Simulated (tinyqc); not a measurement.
Inside a calculation. Model: donor in an ellipsoidal valley (Kohn-Luttinger variational method). Computed by tinyqc, a small Python program that keeps every step. Command: `OMP_NUM_THREADS=1 python tinyqc.py 3011557 3011558 out.jsonl kohnlutt walk`. One thread of a shared host (Intel(R) Xeon(R) Processor @ 2.30GHz), about 0.03 s of CPU time with the checks. Intermediate numbers are printed to about 6 digits and carried at full precision; extremes and crossings named in words are read from the listed rows.

H = -(d^2/dx^2 + d^2/dy^2) - gamma d^2/dz^2 - 2/r in units built on m_t, with gamma = m_t/m_l and z along the valley axis. One valley; no valley-orbit or central-cell term.

Inputs (values chosen for the exercise, modelled on diamond):

| quantity | value | unit |
|---|---|---|
| transverse mass m_t | 0.338 | m_0 |
| longitudinal mass m_l | 1.54 | m_0 |
| dielectric constant eps | 5.56 | - |
| trial ratio b/a | 0.66 | - |
| observed depth chosen for 1s | 356 | meV |

Constants: Ry = 13.605693123 eV; a_0 = 0.529177210903 angstrom; h x 1 THz = 4.135667696 meV.

## Effective units

Ry* = Ry m_t/eps^2, a* = a_0 eps/m_t, gamma = m_t/m_l.

Ry* = 148.761 meV

a* = 8.70481 angstrom

gamma = 0.219481

Caution: a* is only a few bond lengths, so central-cell and valley-orbit terms are large.

## Energy at a trial ratio

Trial function exp(-sqrt((x^2 + y^2)/a^2 + z^2/b^2)) with beta = b/a < 1: E = t/a^2 - u/a, t = (2 + gamma/beta^2)/3, u = 2 arcsin(sqrt(1 - beta^2))/sqrt(1 - beta^2); the best a is 2 t/u and E(beta) = -u^2/(4 t).

t = 0.834619

u = 2.26279

best a = 0.737691 a*

E(beta) = -1.53370 Ry*

## Minimum over the ratio

Golden-section search on beta from 0.05 to 0.999, 60 steps.

Search, first ten steps; c and d are the inner points:

| step | low | high | c | E(c) (Ry*) | d | E(d) (Ry*) |
|---|---|---|---|---|---|---|
| 1 | 0.050000 | 0.999000 | 0.412486 | -1.44213 | 0.636514 | -1.53945 |
| 2 | 0.412486 | 0.999000 | 0.636514 | -1.53945 | 0.774971 | -1.48611 |
| 3 | 0.412486 | 0.774971 | 0.550943 | -1.54193 | 0.636514 | -1.53945 |
| 4 | 0.412486 | 0.636514 | 0.498057 | -1.52314 | 0.550943 | -1.54193 |
| 5 | 0.498057 | 0.636514 | 0.550943 | -1.54193 | 0.583628 | -1.54498 |
| 6 | 0.550943 | 0.636514 | 0.583628 | -1.54498 | 0.603829 | -1.54423 |
| 7 | 0.550943 | 0.603829 | 0.571144 | -1.54448 | 0.583628 | -1.54498 |
| 8 | 0.571144 | 0.603829 | 0.583628 | -1.54498 | 0.591344 | -1.54491 |
| 9 | 0.571144 | 0.591344 | 0.578860 | -1.54488 | 0.583628 | -1.54498 |
| 10 | 0.578860 | 0.591344 | 0.583628 | -1.54498 | 0.586576 | -1.54499 |

best beta = 0.585601

radius a of the 1s trial function = 6.56960 angstrom

radius b of the 1s trial function = 3.84716 angstrom

1s binding energy, trial function = 229.834 meV

The envelope is flattened along the heavy axis; beta is close to gamma^(1/3) = 0.603.

## Levels from a Gaussian basis

Gaussian basis: g = P exp(-al (x^2 + y^2) - be z^2) with P = 1 (s-like), z (2p0) or x (2p+-); al = 0.004 x 2.6^k, k = 0..11, and be/al = 1, gamma^(-1/2) or 1/gamma (36 functions); 1/r = (2/sqrt(pi)) int exp(-t^2 r^2) dt by 48 Gauss-Legendre points after t = sqrt(al_i + al_j) tan(theta); overlap eigenvalues below 1e-10 are dropped.

1s binding energy, Gaussian basis = 230.120 meV

2p0 binding energy = 83.5767 meV

2p+- binding energy = 47.4308 meV

The two-parameter trial function recovers 99.88 % of the 1s binding of the larger basis. 2p0, with its lobes along the heavy axis, is bound 1.76 times as strongly as 2p+-. Caution: the short radius is only a few bond lengths, so the envelope approximation is rough.

## Optical lines and the chemical shift

With an observed depth of 1s, the lines are 1s -> 2p0 = depth - E(2p0) and 1s -> 2p+- = depth - E(2p+-); the chemical shift is depth - E(1s, Gaussian basis); 1 meV = 1 THz/4.135667696.

line 1s -> 2p0 = 272.423 meV

line 1s -> 2p+- = 308.569 meV

chemical shift = 125.880 meV

frequency of the line 1s -> 2p+- = 74.6117 THz

The spacing of the two lines, 36.146 meV, does not depend on the depth, so it is the same for every donor in this host.

## Which single mass stands for the valley

A hydrogenic level is Ry m/eps^2 for one mass m; errors are against the Gaussian basis.

1s binding energy:

| rule | mass (m_0) | binding (meV) | error (%) |
|---|---|---|---|
| transverse mass | 0.33800 | 148.761 | -35.355 |
| conductivity mass 3/(2/m_t + 1/m_l) | 0.45686 | 201.075 | -12.622 |
| density-of-states mass (m_t^2 m_l)^(1/3) | 0.56034 | 246.617 | 7.169 |
| longitudinal mass | 1.54000 | 677.785 | 194.536 |
| trial function with a and b | - | 229.834 | -0.124 |
| mass that fits 1s | 0.52286 | 230.120 | 0.000 |

The conductivity mass, which is what a spherical trial function (a = b) gives, falls short by 12.6 %, as a restricted variational bound must; the density-of-states mass is off by +7.2 %. The mass that fits lies between the two.

## Levels against anisotropy

The trial energy is minimised over beta by golden section from 0.05 to 0.999, 60 steps.

Binding energies (Ry*):

| gamma | 1s, trial | 1s, Gaussians | 2p0 | 2p+- |
|---|---|---|---|---|
| 0.055 | 2.05590 | 2.06660 | 0.990515 | 0.365769 |
| 0.110 | 1.80336 | 1.80853 | 0.760543 | 0.344312 |
| 0.220 | 1.54411 | 1.54602 | 0.561199 | 0.318745 |
| 0.330 | 1.39300 | 1.39387 | 0.460898 | 0.301933 |
| 0.370 | 1.35079 | 1.35145 | 0.434860 | 0.296955 |
| 0.610 | 1.17009 | 1.17020 | 0.332769 | 0.274098 |
| 0.860 | 1.05080 | 1.05079 | 0.273405 | 0.257481 |

As gamma falls from 0.86 to 0.055, 1s deepens from 1.051 to 2.067 Ry*, on the way from the hydrogen value 1 to the two-dimensional limit 4; 2p+- moves from 0.257 to 0.366 (limits 1/4 and 4/9), while 2p0 climbs from 0.273 to 0.991 and joins 1s as gamma tends to 0. Near gamma = 1 the trial function is almost exact and can pass the Gaussian basis, whose own error is about 3e-5 Ry*.

Checks made by the program: the Gaussian basis at gamma = 1 against 1, 1/4 and 1/4 Ry* (relative difference 3e-05); trial function against Gaussian basis (relative difference 1e-03).
